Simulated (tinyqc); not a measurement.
# Fully depleted semiconductor-on-insulator film with two gates, non-linear Poisson equation by Newton steps: two studies

One dimension across the film, front interface at x = 0, back interface at x = ts. psi is counted from the intrinsic level, n = ni exp(psi/Vt) (source grounded), holes neglected, acceptors ionised. Gates act through Cox = eps0 eox/tox and Cbox = 3.9 eps0/tb with potentials G1 = Vg - (phiM - chi - Vt ln(Nc/ni)) and G2 = Vb - (phiB - chi - Vt ln(Nc/ni)). Classical Boltzmann densities, no interface charge, no depletion in the back plane.

Parameters, values chosen for the exercise; band and dielectric values close to those of silicon: temperature T = 400 K; band gap Eg = 1.14 eV; relative permittivity eps_r = 11.5; conduction-band density of states at T Nc = 4.26e19 cm^-3; valence-band density of states at T Nv = 4.13e19 cm^-3; electron affinity chi = 4.13 eV; relative permittivity of the gate insulator (close to silicon dioxide) eox = 3.9; insulator thickness tox = 1.2 nm; film thickness ts = 5.3 nm; buried-oxide thickness (eps_r 3.9) tb = 15 nm; acceptor density of the film Na = 1e15 cm^-3; work function of the front gate phiM = 4.24 eV; work function of the back plane phiB = 4.63 eV; back-gate voltage Vb = 1.9 V.

Constants: q = 1.602176634e-19 C, kB = 1.380649e-23 J/K, Vt = kB T/q, eps0 = 8.8541878128e-14 F/cm where lengths are in cm. Results are converted to the units shown.

Each table varies one quantity; the others keep the values above.

## Charge against front-gate voltage

ni = sqrt(Nc Nv) exp(-Eg/(2 Vt)), Eg in volts. The Poisson equation eps0 eps_r d2psi/dx2 = q (n + Na), with -eps0 eps_r dpsi/dx = Cox (G1 - psi) at x = 0 and eps0 eps_r dpsi/dx = Cbox (G2 - psi) at x = ts, is solved on 300 equal intervals with half boxes at both ends; N_inv is the trapezoid sum of n. Swing = ln 10/(d ln N_inv/dVg); the last column is (dN_inv/dVb)/(dN_inv/dVg).

Charge against front-gate voltage:
```
Vg (V)	psi front (V)	psi back (V)	N_inv (cm^-2)	centroid/ts	swing (mV/decade)	q dN_inv/dVg over Cox	back/front leverage
-0.71	-0.101	0.120	7.43e6	0.846	93.5	1.02e-5	0.178
-0.56	0.0385	0.245	2.99e8	0.836	93.5	4.10e-4	0.177
-0.41	0.178	0.369	1.17e10	0.824	96.4	0.0156	0.175
-0.26	0.307	0.470	2.47e11	0.799	156	0.202	0.170
-0.11	0.406	0.513	1.10e12	0.733	343	0.410	0.153
0.04	0.481	0.529	2.42e12	0.621	546	0.567	0.127
0.19	0.535	0.535	4.14e12	0.499	756	0.702	0.107
0.34	0.572	0.537	6.16e12	0.403	998	0.791	0.0969
0.49	0.599	0.539	8.37e12	0.333	1.27e3	0.845	0.0913
```

What does the table show?

N_inv passes 1e11 cm^-2 at Vg = -0.313 V. The swing starts at 93.5 mV a decade, against (1 + k) Vt ln 10 = 85.0 for a front channel with k = Cs Cbox/(Cox (Cs + Cbox)) = 0.0714, Cs = eps0 eps_r/ts; above threshold this column is no longer a subthreshold swing. The centroid falls from 0.846 to 0.333 of ts and the leverage of the back gate falls from 0.178 to 0.0913. For Vg = 0.19, 0.34, 0.49 the density at an interface exceeds 0.3 Nc, where Boltzmann statistics fail. In every row the classical centroid lies within 3 nm of an interface, where confinement, left out, would push it away.

## Threshold and coupling against the back-gate voltage

VT is the Vg for N_inv = 1e11 cm^-2; -dVT/dVb from the linearised equation. Limits with Cs = eps0 eps_r/ts: front channel Cs Cbox/(Cox (Cs + Cbox)), back channel Cbox (Cox + Cs)/(Cox Cs). Swing at N_inv = 1e8 cm^-2.

The same in every row: front-channel limit = 0.0714; back-channel limit = 0.200.

Results:
```
Vb (V)	VT (V)	centroid/ts at VT	-dVT/dVb	swing (mV/decade)
-3	0.253	0.0943	0.0823	86.0
-2.25	0.190	0.121	0.0854	86.3
-1.5	0.124	0.167	0.0908	86.8
0	-0.0296	0.408	0.120	89.7
0.75	-0.129	0.606	0.145	91.7
1.5	-0.245	0.759	0.165	93.0
2.25	-0.374	0.844	0.177	93.7
3	-0.510	0.888	0.184	94.1
```

Estimate the missing row, Vb = -0.75 V.

Computed row:
```
Vb (V)	VT (V)	centroid/ts at VT	-dVT/dVb	swing (mV/decade)
-0.75	0.0526	0.254	0.101	87.9
```

With this row back in the table: As Vb goes from -3 to 3, VT falls from 0.253 to -0.510 V, the centroid rises from 0.0943 to 0.888 of ts and -dVT/dVb rises from 0.0823 to 0.184. The coupling covers 8.47 % of the way from the front-channel to the back-channel limit in the first row and 87.4 % in the last. A positive back bias draws the electrons to the back interface, where the back gate has more leverage and the front gate less, so the swing worsens.

Range of the model: In so thin a film or at such density quantum confinement moves the charge away from the interfaces and raises the threshold.

Program tinyqc, `OMP_NUM_THREADS=1 python tinyqc.py 2190142 2190143 out.jsonl`; Intel Xeon 2.30GHz, shared host, one thread, about 0.4 s.
